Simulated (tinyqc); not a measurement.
What each parameter does: sp3s* tight binding.

sp3s* tight binding, nearest neighbours only: anion (a) at 0, cation (c) at a/4 (1,1,1), orbitals s, px, py, pz, s* on each; k in units of 2 pi/a. With phases e_j = exp(i (pi/2) k.n_j) for n = (1,1,1), (1,-1,-1), (-1,1,-1), (-1,-1,1): g0 = (e1+e2+e3+e4)/4, g1 = (e1+e2-e3-e4)/4, g2 = (e1-e2+e3-e4)/4, g3 = (e1-e2-e3+e4)/4. The diagonal holds the levels Esa, Epa, Exa (s*) and Esc, Epc, Exc. Anion-cation block: <sa|sc> = Vss g0; <sa|xc> = Vsapc g1; <xa|sc> = -Vscpa g1; <xa|xc> = Vxx g0; <xa|yc> = <ya|xc> = Vxy g3, <xa|zc> = <za|xc> = Vxy g2, <ya|zc> = <za|yc> = Vxy g1; <s*a|xc> = Vxapc g1; <xa|s*c> = -Vpaxc g1; y and z take g2 and g3 in place of g1; s-s* and s*-s* vanish.

Values chosen for the exercise (near a published set for Ge, fitted to gaps, whose masses and valley positions are rough; the results hold for these values, not for the real material):
- Esa = -5.954 eV (s level of the anion)
- Epa = 1.598 eV (p level of the anion)
- Esc = -5.954 eV (s level of the cation)
- Epc = 1.598 eV (p level of the cation)
- Exa = 6.298 eV (s* level of the anion)
- Exc = 6.298 eV (s* level of the cation)
- Vss = -6.852 eV (s-s)
- Vxx = 1.602 eV (px-px)
- Vxy = 4.86 eV (px-py)
- Vsapc = 5.487 eV (s anion, p cation)
- Vscpa = 5.487 eV (s cation, p anion)
- Vxapc = 5.167 eV (s* anion, p cation)
- Vpaxc = 5.167 eV (p anion, s* cation)

Gaps from the top of the valence band at Gamma; Delta is the minimum on (x,0,0), 0.5 <= x <= 1. A change on one sublattice alone makes the two atoms unequal.

Results for these values:
```
case,Ev (eV),gap Gamma (eV),gap Delta (eV),gap L (eV)
base,-0.0040,0.9020,0.7899,0.7723
```

What happens to each result for Exa = 6.598 eV, all else kept?

Answer: Ev does not change at the printed digits; gap Gamma does not change at the printed digits; gap Delta rises from 0.7899 to 0.8399; gap L rises from 0.7723 to 0.7968.

The same for each parameter in turn:
```
case,Ev (eV),gap Gamma (eV),gap Delta (eV),gap L (eV)
base,-0.0040,0.9020,0.7899,0.7723
Exa = 6.598 eV,-0.0040,0.9020,0.8399,0.7968
Vscpa = 5.187 eV,-0.0040,0.9020,0.6953,0.6675
Epc = 1.398 eV,-0.1071,1.0051,0.8439,0.8479
Vss = -6.552 eV,-0.0040,0.6020,0.8046,0.6893
Vpaxc = 4.967 eV,-0.0040,0.9020,0.8605,0.8081
Vsapc = 5.687 eV,-0.0040,0.9020,0.8368,0.8371
```

Exa, Vscpa, Vpaxc and Vsapc cannot move Ev or the gap at Gamma, whose blocks do not hold them; s parameters never move Ev, and move the gap only where the lowest empty level at Gamma is s-like.

(tinyqc, `OMP_NUM_THREADS=1 python tinyqc.py 1481448 1481449 out.jsonl`, Intel(R) Xeon(R) Processor @ 2.30GHz, 1 thread, shared host, about 0.08 s.)
